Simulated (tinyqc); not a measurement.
Worked calculation: Penn model of the dielectric constant and Phillips ionicity. Values are carried at full precision from step to step, so a last printed digit may differ when a step is redone from the rounded ones.

n = 32/a^3; Ep^2 = 8 pi c e2 n with c = hbar^2/2m0, e2 = e^2/(4 pi eps0); EF = c (3 pi^2 n)^(2/3); eps = 1 + (Ep/Eg)^2 S with S = 1 - Eg/(4 EF) + (Eg/(4 EF))^2/3, Eg the Penn gap. Core d shells are left out.

Constants: hbar^2/2m0 = 3.80998211 eV angstrom^2; e^2/(4 pi eps0) = 14.39964547 eV angstrom.

Values chosen for the exercise (out of a larger set: near those of Ge; not measured data): a = 5.65 angstrom (cubic lattice constant, 32 valence electrons a cell); ei = 15.98 (high-frequency dielectric constant).

## Valence electron gas

Evaluate n, Ep and EF.

n = 0.17742 1/angstrom^3
Ep = 15.641 eV
EF = 11.513 eV

## Penn gap from the dielectric constant

Start with S = 1 and repeat Eg = Ep sqrt(S/(ei - 1)) until Eg changes by less than 1e-6 eV.

Iterations:
```
step  Eg in (eV)       S  Eg out (eV)
1         4.0411  0.9148       3.8652
2         3.8652  0.9184       3.8728
3         3.8728  0.9183       3.8725
4         3.8725  0.9183       3.8725
5         3.8725  0.9183       3.8725
```

Penn gap Eg = 3.872 eV

The factor S lowers the gap by 0.169 eV from the first estimate. The Penn gap is a mean bonding-antibonding separation, near the main peak of eps2, not the smallest gap.

## Homopolar and ionic parts

Phillips: bond length d = sqrt(3) a/4; homopolar gap Eh = 39.74 d^(-2.48) eV (d in angstrom); Eg^2 = Eh^2 + C^2; ionicity fi = C^2/Eg^2.

Split the gap; where Eg is below Eh or within 3 % of it, C is taken as zero.

d = 2.4465 angstrom
Eh = 4.321 eV
C = 0.00 eV
fi = 0.000

Eg/Eh = 0.896: the bond is covalent within the accuracy of the rule; for Ge the shortfall comes from the missing d-shell factor.

## Checks

- Penn gap by iteration against bisection (eV): both 3.872.

Computed by tinyqc, a small Python program: `OMP_NUM_THREADS=1 python tinyqc.py 1650749 1650750 out.jsonl` (the numbers bound the seed that draws the inputs); one thread of a shared host (Intel(R) Xeon(R) Processor @ 2.30GHz), about 0.01 s for the whole set of steps.
